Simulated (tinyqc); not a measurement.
Changing the source 2: carrier flow: precursor delivery and alloy composition in metal-organic vapour-phase epitaxy. Computed by tinyqc, a small Python program. Command: `OMP_NUM_THREADS=1 python tinyqc.py 3005967 3005968 out.jsonl movpe sweep`. One thread of a shared host (Intel(R) Xeon(R) Processor @ 2.30GHz), about 0.01 s of CPU time with the checks.

Carrier gas leaves each bubbler saturated. Group-III species cross a boundary layer and react at the surface; element 2 can also desorb. The film is (1)_(1-x) (2)_x V with a zinc-blende cell.

Inputs (values chosen for the exercise, close to those used for InGaAs from TMGa and TMIn):
```
quantity                                 value      unit
source 1: a in log10(p/torr) = a - b/T    8.07         -
source 1: b                               1703         K
source 1: bath temperature                  -5         C
source 1: carrier flow                     3.4      sccm
source 2: a                              10.52         -
source 2: b                               3014         K
source 2: bath temperature                  19         C
bubbler pressure p_b                       760      torr
group-V hydride flow                        33      sccm
total flow                                 9.2       slm
reactor pressure p                         200      torr
diffusivity D0 at 273.15 K and 760 torr   0.43    cm^2/s
boundary layer delta                      0.82        cm
prefactor of the surface rate k_s        2e+13      cm/s
energy of k_s                                2        eV
prefactor of the loss of element 2       6e+15  layers/s
energy of the loss                        3.21        eV
lattice constant a                        5.75  angstrom
growth temperature T                       680         C
```

Constants: k_B = 1.380649e-23 J/K; k_B = 8.617333262e-05 eV/K.

Method:
- Temperatures in kelvin are T(C) + 273.15.
- Vapour pressure p_v = 10^(a - b/T); precursor flow = carrier flow x p_v/(p_b - p_v); 1 sccm = 44.615 micromol/min; V/III = hydride flow over the sum of both; gas share x_g = F2/(F1 + F2).
- Partial pressure p_i = p F_i/(44615 x total flow in slm); density n_i = p_i/(k_B T), 1 torr = 133.322 Pa; D = D0 (T/273.15)^1.75 (760/p), h = D/delta, the same for both; k_s = prefactor x exp(-energy/(k_B T)); arrival J_i = n_i/(1/h + 1/k_s); in layers per second g_i = J_i a^2/2 (two group-III sites per a^2 on (001)).
- Loss of element 2 is r x with r = prefactor x exp(-energy/(k_B T)). Then x = (g2 - r x)/(g1 + g2 - r x), or r x^2 - (g1 + g2 + r) x + g2 = 0, smaller root; growth rate G = g1/(1 - x) layers/s; one layer is a/2 thick, 1 angstrom/s = 0.36 um/h.
- Distribution coefficient = [x/(1 - x)]/[x_g/(1 - x_g)], x_g = g2/(g1 + g2).

One run for each value:
```
source 2: carrier flow (sccm)  solid share x  gas share x_g  growth rate G (um/h)  distribution coefficient
41                                   0.24983        0.25550                 2.171                   0.97046
71                                   0.36685        0.37276                 2.573                   0.97495
120                                  0.49604        0.50110                 3.232                   0.97996
210                                  0.63397        0.63738                 4.450                   0.98536
370                                  0.75408        0.75592                 6.624                   0.99012
630                                  0.83972        0.84059                10.163                   0.99354
1100                                 0.90168        0.90203                16.567                   0.99603
1900                                 0.94071        0.94084                27.473                   0.99760
3300                                 0.96501        0.96506                46.560                   0.99858
```

Describe and explain the trends.

Over the rows, solid share x rises from 0.250 to 0.965 (exponent d ln y / d ln x 0.70 between the first rows and 0.046 between the last); gas share x_g rises from 0.255 to 0.965 (exponent d ln y / d ln x 0.69 between the first rows and 0.046 between the last); growth rate G (um/h) rises from 2.17 to 46.6 (exponent d ln y / d ln x 0.31 between the first rows and 0.96 between the last). At fixed r the share lost shrinks as growth gets faster, since atoms are buried sooner.

Caution (all rows): the lattice constant is held fixed as x changes, delta does not respond to the flow, both precursors share one D and k_s, and gas-phase side reactions are left out. Caution (rows 1100, 1900, 3300): rates above some 15 um/h are beyond usual practice, and precursor depletion would cap them. Caution (rows 1900, 3300): so low a V/III ratio risks group-III droplets and carbon uptake.
